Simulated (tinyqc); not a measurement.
Worked calculation: Hubbard chain of 6 sites. Computed by tinyqc, a small Python program that keeps every step. Settings: hopping = 1.33, U = 2.3, mixing = 1, iteration cap = 65. Command: `OMP_NUM_THREADS=1 python tinyqc.py 31573 31574 out.jsonl` (the two numbers bound the seeds that draw the settings). One thread of a shared host (Intel(R) Xeon(R) Processor @ 2.60GHz), about 0.2 s of CPU time with the checks.

one-body matrix (hopping and site energies) (eV), order 1, 2, 3, 4, 5, 6:
$$\begin{pmatrix}
-0.2100 & -1.3300 & 0.0000 & 0.0000 & 0.0000 & 0.0000 \\
-1.3300 & -0.4700 & -1.3300 & 0.0000 & 0.0000 & 0.0000 \\
0.0000 & -1.3300 & 0.3400 & -1.3300 & 0.0000 & 0.0000 \\
0.0000 & 0.0000 & -1.3300 & 0.2200 & -1.3300 & 0.0000 \\
0.0000 & 0.0000 & 0.0000 & -1.3300 & -0.8600 & -1.3300 \\
0.0000 & 0.0000 & 0.0000 & 0.0000 & -1.3300 & 0.2300
\end{pmatrix}$$

U = 2.3000 eV

electrons, up and down: [3, 3]

n(up) at the start (a guess, not normalised): 1 0.5500, 2 0.4500, 3 0.5500, 4 0.4500, 5 0.5500, 6 0.4500

n(down) at the start (a guess): 1 0.4500, 2 0.5500, 3 0.4500, 4 0.5500, 5 0.4500, 6 0.5500

Each step fills the lowest levels of T + U n(other spin) and sets n(new) = n + mixing (n(out) - n); stop when output and input agree to 1e-8.

Course of the cycle:
```
iteration     E (eV)  largest |n(out) - n(in)|  mean |n_up - n_down|
1          -6.684100                  1.69e-01                0.0962
2          -6.699535                  1.45e-01                0.1043
3          -6.706042                  1.15e-01                0.1076
4          -6.707390                  1.10e-01                0.1169
5          -6.708607                  9.23e-02                0.1205
6          -6.708499                  9.57e-02                0.1299
7          -6.709329                  8.28e-02                0.1334
8          -6.709644                  8.89e-02                0.1429
9          -6.711005                  8.02e-02                0.1461
10         -6.712061                  8.37e-02                0.1555
11         -6.714010                  7.81e-02                0.1585
...              ...                       ...                   ...
55         -6.738413                  1.42e-04                0.2417
56         -6.738413                  1.27e-04                0.2417
57         -6.738413                  1.00e-04                0.2417
58         -6.738413                  8.92e-05                0.2417
59         -6.738413                  7.04e-05                0.2417
60         -6.738413                  6.27e-05                0.2418
61         -6.738413                  4.95e-05                0.2418
62         -6.738413                  4.41e-05                0.2418
63         -6.738413                  3.48e-05                0.2418
64         -6.738413                  3.10e-05                0.2418
65         -6.738413                  2.45e-05                0.2418
```

Can the last value be used, and what does the course show?

Not by the stop rule, although the second column moves by less than 1e-07 over the last three steps. Not converged within 65 iterations: the residual falls steadily but slowly, by a factor of about 0.83 a step. The lowest mean-field energy found from random starts is -6.73841 eV. Reruns (cap 100 unless said): mixing 0.2: not converged; mixing 0.5: not converged; mixing 0.9: not converged; the original settings with a cap of 400: converged in 110 (E = -6.73841).
